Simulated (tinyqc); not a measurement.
Zener tunnelling in a reverse-biased junction, two-band WKB: current against reverse bias.

Abrupt p-n junction, depletion approximation. Energies E are counted from the conduction-band edge of the neutral n side; its Fermi level lies at dn, that of the p side at dn - V, and the valence-band edge of the neutral p side at Em = dn + dp - V. Tunnelling needs 0 < E < Em. Two-band dispersion with equal masses m: inside the gap kappa = sqrt(m u (1 - u/Eg)/C), u the distance from a band edge, C = hbar^2/(2 m0).

Nd = Nc F12(dn/Vt), Na = Nv F12(dp/Vt), F12(x) = (2/sqrt(pi)) int_0^infinity sqrt(u)/(1 + exp(u - x)) du; dn = EF - Ec on the n side, dp = Ev - EF on the p side (negative outside the bands); Vbi = Eg + dn + dp. W = sqrt(2 eps0 eps_r (Vbi - V)(1/Na + 1/Nd)/q), mean field F = (Vbi - V)/W, peak field 2 F. In a uniform field F the exponent is S = pi sqrt(m/C) Eg^1.5/(4 F). Transverse energy Et = C kt^2/m raises it to S (1 + 4 Et/Eg), so T = exp(-S) exp(-Et/Eb) with Eb = Eg/(4 S). KJ = (2 q^2/h) m/(4 pi C) (times 1e14 for A/cm^2 per eV^2). J = KJ exp(-S) Eb times the integral from 0 to Em of [f(E - dn) - f(E - dn + V)] [1 - exp(-min(E, Em - E)/Eb)] dE, f(x) = 1/(1 + exp(x/Vt)), with S and Eb from the mean field; J > 0 flows from p to n.

Values chosen for this exercise; band and dielectric values close to those of indium phosphide: temperature T = 350 K; band gap Eg = 1.36 eV; relative permittivity eps_r = 12.3; conduction-band density of states at 350 K Nc = 7.18e17 cm^-3; valence-band density of states at 350 K Nv = 1.41e19 cm^-3; band-edge mass of the two-band model m = 0.091 m0; acceptor density Na = 6.7e18 cm^-3; donor density Nd = 3.2e18 cm^-3.

Constants: q = 1.602176634e-19 C, kB = 1.380649e-23 J/K, hbar = 1.054571817e-34 J s, h = 6.62607015e-34 J s, m0 = 9.1093837015e-31 kg, Vt = kB T/q, eps0 = 8.8541878128e-14 F/cm where lengths are in cm, hbar^2/(2 m0) = 0.0380998212 eV nm^2. Results are converted to the units shown.

Current against reverse bias:

| V (V) | mean field (MV/cm) | S | J (A/cm^2) |
|---|---|---|---|
| -0.13 | 0.4989 | 38.59 | -2.084e-11 |
| -0.31 | 0.5269 | 36.54 | -5.016e-10 |
| -0.5 | 0.5549 | 34.70 | -5.672e-9 |
| -0.69 | 0.5815 | 33.11 | -4.114e-8 |
| -0.88 | 0.6070 | 31.72 | -2.225e-7 |
| -1.06 | 0.6301 | 30.55 | -9.007e-7 |
| -1.25 | 0.6537 | 29.45 | -3.335e-6 |
| -1.44 | 0.6765 | 28.46 | -1.075e-5 |
| -1.63 | 0.6985 | 27.56 | -3.092e-5 |

|J| grows from 2.08e-11 to 3.09e-5 A/cm^2, a factor of 1.48e6. Of that, exp(-S) gives 61300 (S falls from 38.6 to 27.6 as the field grows with the square root of Vbi - V); the rest, 24.2, comes from the wider energy window and from Eb.

Range of the model: Parabolic densities of states, no band tails and no gap narrowing, all of which matter at such doping.

Computed by the program tinyqc: `OMP_NUM_THREADS=1 python tinyqc.py 2620064 2620065 out.jsonl`, one thread of a shared Intel Xeon 2.30GHz, about 0.01 s for the whole run.
